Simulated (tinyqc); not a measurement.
# Trap density from one capacitance

Problem. Traps spread evenly through the insulator exchange electrons with the semiconductor by tunnelling, with tau(x) = t0 exp(2 ka x) at depth x from the interface. The admittance per area Y seen at depth x obeys dY/dx = -Y^2/(i w eps0 eox) + q Nb ln(1 + i w tau)/tau, with Y(0) = i w Cs and w = 2 pi f; the gate sees Y(tox) = G + i w C. Working variable y = Y/(i w), in uF/cm^2. Cox = eps0 eox/tox. Find Nb and G/w.

Parameters, values chosen for the exercise:
```
symbol,value,unit,meaning
eox,8.72,,relative permittivity of the insulator
tox,9.2,nm,insulator thickness
Cs,1,uF/cm^2,semiconductor capacitance in accumulation
ka,4,1/nm,decay constant of the wave function in the insulator
t0,4e-10,s,time constant of a trap at the interface
f,1e5,Hz,frequency
```

Constants: q = 1.602176634e-19 C, eps0 = 8.8541878128e-14 F/cm where lengths are in cm. Results are converted to the units shown.

C = 0.56694287 uF/cm^2

Answer. C rises steadily with Nb, so one density matches; in practice ka and t0 must come from the frequency dependence.

Nb = 3.200e19 cm^-3 eV^-1
G/w = 0.01700 uF/cm^2

Program tinyqc, `OMP_NUM_THREADS=1 python tinyqc.py 2202114 2202115 out.jsonl`; Intel Xeon 2.30GHz, shared host, one thread, about 0.5 s.
